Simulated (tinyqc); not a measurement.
Changing the temperature T: oxidation of curved silicon (wires and holes): cylindrical Deal-Grove kinetics with stress-retarded reaction. Computed by tinyqc, a small Python program. Command: `OMP_NUM_THREADS=1 python tinyqc.py 3009916 3009917 out.jsonl wireox sweep`. One thread of a shared host (Intel(R) Xeon(R) Processor @ 2.30GHz), about 0.07 s of CPU time with the checks.

Silicon fills r < a and oxide a < r < b. One volume of silicon gives 2.25 volumes of oxide, and the length is fixed.

Inputs (values chosen for the exercise, close to those used for silicon in dry oxygen):
```
quantity                       value        unit
prefactor B0                     736      um^2/h
activation energy E_B           1.23          eV
prefactor (B/A)0            4.67e+06        um/h
activation energy E_A              2          eV
starting silicon radius a0        73          nm
starting oxide x_i                 1          nm
viscosity prefactor eta0     2.5e-09        Pa s
viscosity energy E_eta          5.53          eV
critical shear stress s_c         71         MPa
activation volume V_k             13  angstrom^3
time t                           1.6           h
```

Shape: wire (convex).

Constants: k_B = 8.617333262e-05 eV/K.

Method:
- B = B0 exp(-E_B/(k_B T)), B/A = (B/A)0 exp(-E_A/(k_B T)), eta = eta0 exp(E_eta/(k_B T)); 1 um = 1000 nm.
- Temperatures in kelvin are T(C) + 273.15.
- Geometry: b^2 = b0^2 + 1.25 (a0^2 - a^2), b0 = a0 + x_i.
- Rate of oxide made per interface area: q = 1/[1/k + 2 a |ln(b/a)|/B], and |da/dt| = q/2.25. Reaction k = (B/A) exp(-sigma V_k/(k_B T)). New oxide pushes the old with radial speed u = 1.25 |da/dt| at r = a; the shear stress at radius r is s_c asinh(z a^2/r^2), z = 2 eta u/(a s_c) (Eyring flow), and the compressive normal stress at the interface is sigma = |int_a^b 2 s/r dr| = s_c |F(z) - F(z a^2/b^2)|, F(y) = int_0^y asinh(w)/w dw. q and sigma are solved together. 1 MPa angstrom^3 = 6.241509e-6 eV.
- Integrate da/dt adaptively (tolerance 1e-8); a wire counts as consumed at a = 0.5 nm and a hole as closed at b = 0.5 nm. Planar reference: x^2 + A x = B t + x_i^2 + A x_i, A = B/(B/A).

One run for each value; columns: (1) temperature T (C); (2) ratio to the planar thickness; (3) normal stress at time t (MPa); (4) oxide thickness (nm); (5) low-stress viscosity eta (Pa s):
```
(1)       (2)     (3)     (4)         (5)
750   0.97749   48.97   2.002  4.3383e+18
800   0.95515   79.33   3.824  2.3345e+17
850   0.91807  138.80   8.040  1.6295e+16
900   0.86707  230.13  16.474  1.4272e+15
950   0.81847  338.66  30.965  1.5253e+14
1000  0.79402  439.67  52.728  1.9431e+13
1050  0.80224  546.41  82.494  2.8926e+12
```

Over the rows, ratio to the planar thickness goes from 0.977 through a minimum among these rows, 0.794 at 1000, to 0.802; normal stress at time t (MPa) rises from 49.0 to 546; oxide thickness (nm) rises from 2.00 to 82.5. The viscosity drops by a factor 1.5e6 over the rows. In shear-thinning flow the stress feels the viscosity only through a logarithm, while the thicker oxide of a hotter run adds to it. Left out: 1100 (the wire is consumed or the hole is closed).

Caution (rows 750, 800, 850, 900): planar dry oxides this thin grow faster than Deal-Grove predicts. Caution (all rows): the oxide is taken as a purely viscous fluid in steady flow; elasticity, stress-dependent diffusion and thin-oxide enhancement are left out.

Extremes, crossings and ranges named in words are read from the listed rows.
